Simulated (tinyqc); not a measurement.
# Planar ballistic transistor, top-of-the-barrier model: what changes with what

At the top of the source barrier, states moving towards the drain are filled by the source (Fermi level 0) and states moving back by the drain (Fermi level -q Vd); nothing scatters. U is the shift of the band edge there, set by the capacitances CG, CD and CS (the total) and by the charge. Parabolic two-dimensional band; the source is grounded.

Values chosen for this exercise; mass and valleys close to those of gallium nitride:
```
symbol  value  unit                                                                 meaning
T         300     K                                                             temperature
m        0.21    m0                                                          effective mass
gv          1                                                             valley degeneracy
eox       3.9                                   relative permittivity of the gate insulator
tox       3.6    nm                                                     insulator thickness
aG       0.83                                                            gate control CG/CS
aD      0.087                                                           drain control CD/CS
E0       0.29    eV  band edge at the barrier top above the source Fermi level at zero bias
Vd       0.05     V                                                           drain voltage
```

Constants: q = 1.602176634e-19 C, kB = 1.380649e-23 J/K, hbar = 1.054571817e-34 J s, m0 = 9.1093837015e-31 kg, Vt = kB T/q, eps0 = 8.8541878128e-14 F/cm where lengths are in cm. Results are converted to the units shown.

Each table varies one quantity; the others keep the values above.

## Effect of the insulator thickness

N0 = gv m kB T/(pi hbar^2), CG = eps0 eox/tox, vT = sqrt(2 kB T/(pi m)), CS = CG/aG, n0 = n at U = 0 and Vd = 0. eta1 = -(E0 + U)/Vt, eta2 = eta1 - Vd/Vt, n = (N0/2)[F_0(eta1) + F_0(eta2)], F_0(x) = ln(1 + exp x). U = UL + q (n - n0)/CS with UL = -(aG Vg + aD Vd), energies in eV. I = q (N0/2) vT [F_(1/2)(eta1) - F_(1/2)(eta2)] per width, F_(1/2)(x) = (2/sqrt(pi)) int_0^infinity u^(1/2)/(1 + exp(u - x)) du. CQ = (q/Vt) dn/d(eta1). E0 is held fixed.

In this table Vg = 0.4 V, Vd = 0.4 V.

Effect of the insulator thickness:

| tox (nm) | eta1 | n (cm^-2) | I (uA/um) | mean velocity I/(q n) (cm/s) | CQ/CS |
|---|---|---|---|---|---|
| 0.5 | 1.520 | 1.948e12 | 462.8 | 1.483e7 | 0.6930 |
| 0.74 | 1.170 | 1.633e12 | 374.7 | 1.432e7 | 0.9540 |
| 1.1 | 0.7977 | 1.326e12 | 293.7 | 1.382e7 | 1.281 |
| 1.6 | 0.4393 | 1.062e12 | 228.0 | 1.340e7 | 1.643 |
| 2.4 | 0.05270 | 8.162e11 | 170.1 | 1.301e7 | 2.080 |
| 3.6 | -0.3280 | 6.152e11 | 125.1 | 1.269e7 | 2.546 |
| 5.4 | -0.7016 | 4.566e11 | 91.02 | 1.244e7 | 3.023 |
| 8 | -1.057 | 3.381e11 | 66.39 | 1.226e7 | 3.484 |

What does the table show?

As tox goes from 0.5 to 8 nm, n falls from 1.95e12 to 3.38e11 cm^-2, the mean velocity falls from 1.48e7 to 1.23e7 cm/s and the current falls from 463 to 66.4 uA/um. CQ/CS goes from 0.69 to 3.5. Over the range the current goes as tox^(-0.70) on average. For tox = 0.5 to 0.74 nm the insulator is under 1 nm thick, where gate tunnelling would matter.

## Transfer curve

Same model as above.

CQ = (q/Vt) dn/d(eta1).

Result of one run:

| Vg (V) | eta1 | n (cm^-2) | I (uA/um) | mean velocity I/(q n) (cm/s) | CQ/CS |
|---|---|---|---|---|---|
| 0.23 | -3.817 | 2.828e10 | 3.979 | 8.783e6 | 0.1502 |

What becomes of these results when the gate voltage Vg is changed from 0.23 to 0.6 V, all else the same?

Result of the changed run:

| Vg (V) | eta1 | n (cm^-2) | I (uA/um) | mean velocity I/(q n) (cm/s) | CQ/CS |
|---|---|---|---|---|---|
| 0.6 | 0.5812 | 1.423e12 | 201.9 | 8.853e6 | 5.149 |

The whole series:

| Vg (V) | eta1 | n (cm^-2) | I (uA/um) | mean velocity I/(q n) (cm/s) | CQ/CS |
|---|---|---|---|---|---|
| 0 | -11.05 | 2.063e7 | 0.002901 | 8.775e6 | 1.106e-4 |
| 0.08 | -8.482 | 2.688e8 | 0.03779 | 8.775e6 | 0.001441 |
| 0.15 | -6.247 | 2.511e9 | 0.3531 | 8.776e6 | 0.01345 |
| 0.23 | -3.817 | 2.828e10 | 3.979 | 8.783e6 | 0.1502 |
| 0.3 | -2.173 | 1.408e11 | 19.88 | 8.811e6 | 0.7202 |
| 0.38 | -1.024 | 4.055e11 | 57.57 | 8.861e6 | 1.908 |
| 0.45 | -0.3709 | 7.029e11 | 100.1 | 8.891e6 | 3.034 |
| 0.53 | 0.1856 | 1.078e12 | 153.5 | 8.890e6 | 4.223 |
| 0.6 | 0.5812 | 1.423e12 | 201.9 | 8.853e6 | 5.149 |

The current rises from 0.00290 to 202 uA/um. Between the first two rows the swing is 71.8 mV a decade, against Vt ln 10/aG = 71.7. CQ/CS goes from 1.1e-4 to 5.1, so a volt on the gate moves the band edge by 0.83 eV in the first row and 0.13 eV in the last: the gate charge is limited by the insulator. The mean velocity goes from 8.77e6 through a maximum of 8.89e6 (at Vg = 0.45 V among the rows listed) to 8.85e6 cm/s.

## Output curve

Same model as above.

CQ = (q/Vt) dn/d(eta1).

In this table Vg = 0.4 V.

Results:

| Vd (V) | eta1 | n (cm^-2) | I (uA/um) | mean velocity I/(q n) (cm/s) | CQ/CS |
|---|---|---|---|---|---|
| 0.01 | -1.1638 | 5.2628e11 | 18.103 | 2.1470e6 | 2.5111 |
| 0.025 | -0.99765 | 5.0470e11 | 41.539 | 5.1370e6 | 2.3859 |
| 0.05 | -0.81425 | 4.8619e11 | 69.112 | 8.8723e6 | 2.2327 |
| 0.1 | -0.65284 | 4.8747e11 | 92.644 | 1.1862e7 | 2.1472 |
| 0.15 | -0.58136 | 5.0552e11 | 100.63 | 1.2424e7 | 2.1910 |
| 0.2 | -0.52640 | 5.2665e11 | 105.79 | 1.2538e7 | 2.2597 |
| 0.3 | -0.42490 | 5.7048e11 | 115.35 | 1.2620e7 | 2.4041 |
| 0.6 | -0.14527 | 7.0659e11 | 145.30 | 1.2835e7 | 2.8200 |
| 0.8 | 0.025156 | 8.0032e11 | 166.47 | 1.2983e7 | 3.0787 |

Estimate the missing row, Vd = 0.4 V.

Computed row:

| Vd (V) | eta1 | n (cm^-2) | I (uA/um) | mean velocity I/(q n) (cm/s) | CQ/CS |
|---|---|---|---|---|---|
| 0.4 | -0.32804 | 6.1517e11 | 125.08 | 1.2691e7 | 2.5462 |

With this row back in the table: The current rises from 18.1 to 166 uA/um; n goes from 5.26e11 through a minimum of 4.86e11 (at Vd = 0.05 V among the rows listed) to 8.00e11 cm^-2 and eta1 rises from -1.16 to 0.0252. The resistance in the first row is 552 ohm um, though nothing scatters in the channel. The current passes 90 % of its last value at Vd = 0.8 V among the rows, where eta2 = -31; returning states are gone from Vd = 0.2 V on (eta2 < -7), and from there the drain control aD lifts eta1 from -0.526 to 0.0252.

tinyqc, about 0.01 s, one thread, Intel Xeon 2.30GHz (shared host): `OMP_NUM_THREADS=1 python tinyqc.py 2400058 2400059 out.jsonl`
